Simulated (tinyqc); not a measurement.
# Square on-chip spiral inductor, lumped pi model: what changes with what

Outer diameter do = di + 2 n wd + 2 (n - 1) sp, mean da = (do + di)/2, fill p = (do - di)/(do + di), length l = 4 n da. L = 2.34 mu0 n^2 da/(1 + 2.75 p), mu0 = 4 pi 1e-7 H/m. Rs = rho l/(wd delta (1 - exp(-th/delta))), delta = sqrt(rho/(pi f mu0)). Cs = n wd^2 eps0 eo/hu across the coil. At each end Cox = l wd eps0 eo/(2 ho) leads to the substrate branch Rsi = 2 rs he/(l wd) in parallel with Csi = l wd eps0 11.7/(2 he). With one end grounded Y = 1/(Rs + i w L) + i w Cs + 1/[1/(i w Cox) + 1/(1/Rsi + i w Csi)], w = 2 pi f; Q = -Im Y/Re Y. Eddy currents in neighbouring turns and in the substrate are left out.

Parameters, values chosen for the exercise; values of the order met in silicon radio-frequency processes:
- n = 6.5 (number of turns)
- wd = 8 um (line width)
- sp = 3 um (space between turns)
- di = 140 um (inner diameter)
- th = 2 um (metal thickness)
- rho = 2.2 uohm cm (metal resistivity)
- ho = 8.8 um (oxide below the coil)
- hu = 1 um (oxide between coil and underpass)
- eo = 4.1 (relative permittivity of the oxide)
- rs = 100 ohm cm (substrate resistivity)
- he = 80 um (effective spreading depth in the substrate)
- f = 1.8 GHz (frequency)

Constants: eps0 = 8.8541878128e-12 F/m. Results are converted to the units shown.

Each table varies one quantity; the others keep the values above.

## Quality factor against frequency

Apparent inductance Im(1/Y)/w; share of the loss Re(substrate branch)/Re Y.

Quality factor against frequency:
```
f (GHz)	Rs (ohm)	w L/Rs	Q	apparent inductance (nH)	loss in the substrate (%)
0.12	8.6011	1.1929	1.1910	13.608	0.031589
0.19	8.9147	1.8224	1.8159	13.617	0.12765
0.32	9.3822	2.9163	2.8854	13.641	0.60102
0.52	9.9612	4.4636	4.3288	13.691	2.1375
0.85	10.740	6.7670	6.2263	13.814	6.2358
1.4	11.804	10.141	8.2204	14.155	15.260
2.3	13.241	14.853	9.1319	15.160	30.999
3.7	15.109	20.940	7.4827	18.451	50.796
6.1	17.792	29.315	2.2894	43.155	70.543
```

Q goes from 1.19 through a maximum of 9.13 (at f = 2.3 GHz among the rows listed) to 2.29; the exact peak is 9.14 at 2.22 GHz and Q reaches zero at the self-resonance, 7.12 GHz. The share of the substrate rises from 0.0316 to 70.5 %, and the apparent inductance ends at 3.17 times L. At the peak the substrate takes 29.7 % of the loss. For f = 6.1 the coil is longer than 0.15 of a wavelength in the oxide, where one lumped section is rough.

## Effect of the oxide below the coil

Same model as above.

Peak Q and its frequency from a search over f; self-resonance where Im Y = 0; Q at the given f (negative beyond resonance).

The same in every row: L (nH) = 13.61; do (um) = 277.0.

Result of one run:
```
ho (um)	peak Q	f of the peak (GHz)	self-resonance (GHz)	Q at f
5	8.455	2.053	6.898	8.375
```

What becomes of these results when the oxide below the coil ho is changed from 5 to 15 um, all else the same?

Result of the changed run:
```
ho (um)	peak Q	f of the peak (GHz)	self-resonance (GHz)	Q at f
15	10.16	2.477	7.443	9.613
```

The whole series:
```
ho (um)	peak Q	f of the peak (GHz)	self-resonance (GHz)	Q at f
1	7.701	1.860	6.633	7.696
2	7.891	1.910	6.702	7.875
3	8.080	1.959	6.769	8.048
5	8.455	2.053	6.898	8.375
7	8.820	2.143	7.019	8.674
10	9.345	2.273	7.189	9.072
15	10.16	2.477	7.443	9.613
```

As ho goes from 1 to 15, L stays at 13.6 nH, the peak Q rises from 7.70 to 10.2, its frequency rises from 1.86 to 2.48 GHz and the self-resonance rises from 6.63 to 7.44 GHz.

Program tinyqc, `OMP_NUM_THREADS=1 python tinyqc.py 2302056 2302057 out.jsonl`; Intel Xeon 2.30GHz, shared host, one thread, about 0.01 s.
